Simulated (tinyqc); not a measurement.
Inside a calculation: Landau levels of bilayer graphene. Values are carried at full precision from step to step, so a last printed digit may differ when a step is redone from the rounded ones.

In a field B along z: l = 1/sqrt((e/hbar) B) is the magnetic length, n_B = B/(h/e) the number of states per area in one level, hbar wc = 2 muB B/m for mass m in m0; 1/angstrom^2 = 1e16/cm^2.

Constants: e/hbar = 1.519267448e-05 1/(T angstrom^2); h/e = 413566.7697 T angstrom^2; muB = 5.788381798e-05 eV/T; e^2/h = 3.874045865e-05 S.

Values chosen for the exercise (near those of bilayer graphene; shifted at random, so the results belong to these values and not to a real crystal):

| symbol | value | unit | meaning |
|---|---|---|---|
| B | 2.1 | T | magnetic field |
| n | 8.3 | x 1e11/cm^2 | electron sheet density |
| hv | 6.96 | eV angstrom | hbar v |
| g1 | 0.367 | eV | interlayer hopping |

## Scales set by the field

Give l, n_B and the filling factor nu = n/n_B.

l = 177.04 angstrom
n_B = 0.5078 x 1e11/cm^2
nu = 16.346

## The lowest levels

Four-band model without bias: with w = sqrt(2) hv/l, E_N^2 = [g1^2 + (2N - 1) w^2 - sqrt(g1^4 + 2 (2N - 1) g1^2 w^2 + w^4)]/2 for N >= 2, and E = 0 for N = 0, 1. The two-band limit is hbar wc sqrt(N (N - 1)) with hbar wc = w^2/g1. Each level is fourfold; of the eight zero-energy states half belong to the electrons.

List the eight lowest, in meV, with the gap to the next.

Levels:

| label | E (meV) | gap above (meV) |
|---|---|---|
| 0,1 | 0.000 | 11.526 |
| 2 | 11.526 | 8.039 |
| 3 | 19.565 | 7.581 |
| 4 | 27.146 | 7.271 |
| 5 | 34.417 | 7.016 |
| 6 | 41.432 | 6.793 |
| 7 | 48.225 | 6.593 |
| 8 | 54.818 | 6.412 |

The largest of these gaps, 11.53 meV, first occurs above level 0,1 and is kB T at 134 K.

## Where EF lies

The zero level takes 4 n_B electrons and each higher level 4 n_B. At zero temperature and without broadening EF sits in the partly filled level.

Fill the listed levels in order up to nu; give the partly filled level, its energy and its filled share.

level: 5

EF = 34.417 meV
filled share = 0.086

## Fields of the Hall plateaus

A plateau is centred where nu = n/n_B equals 4, 8, 12, 16, 20, 24; there rho_xy = h/(nu e^2).

Plateaus:

| nu | B (T) | 1/B (1/T) | rho_xy (kohm) |
|---|---|---|---|
| 4 | 8.582 | 0.1165 | 6.4532 |
| 8 | 4.291 | 0.2331 | 3.2266 |
| 12 | 2.861 | 0.3496 | 2.1511 |
| 16 | 2.145 | 0.4661 | 1.6133 |
| 20 | 1.716 | 0.5826 | 1.2906 |
| 24 | 1.430 | 0.6992 | 1.0755 |

## Checks

- Level 2 from the four-band matrix in 40 oscillator states against the formula, meV: both 11.526.

tinyqc: `OMP_NUM_THREADS=1 python tinyqc.py 1251420 1251421 out.jsonl`; about 0.01 s, one thread, shared Intel(R) Xeon(R) Processor @ 2.30GHz.
